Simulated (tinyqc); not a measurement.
UHF in the 3-21g basis, for H2, spin multiplicity 3, step by step. One step of it, computed by the program tinyqc.

Task: Orthogonalisation. S = U s U^T; symmetric (Loewdin) form X = U s^(-1/2) U^T, so that X^T S X = 1.

overlap S, lower triangle:
```
          1H 1s     1H 2s     2H 1s     2H 2s
1H 1s  1.000000
1H 2s  0.645899  1.000000
2H 1s  0.039773  0.211536  1.000000
2H 2s  0.211536  0.508453  0.645899  1.000000
```

Give: eigenvalues of S; X.

Result:

eigenvalues of S: 0.232  0.385  1.219  2.163

X, lower triangle:
```
        1H 1s   1H 2s   2H 1s  2H 2s
1H 1s   1.240
1H 2s  -0.482   1.395
2H 1s   0.028   0.033   1.240
2H 2s   0.033  -0.372  -0.482  1.395
```
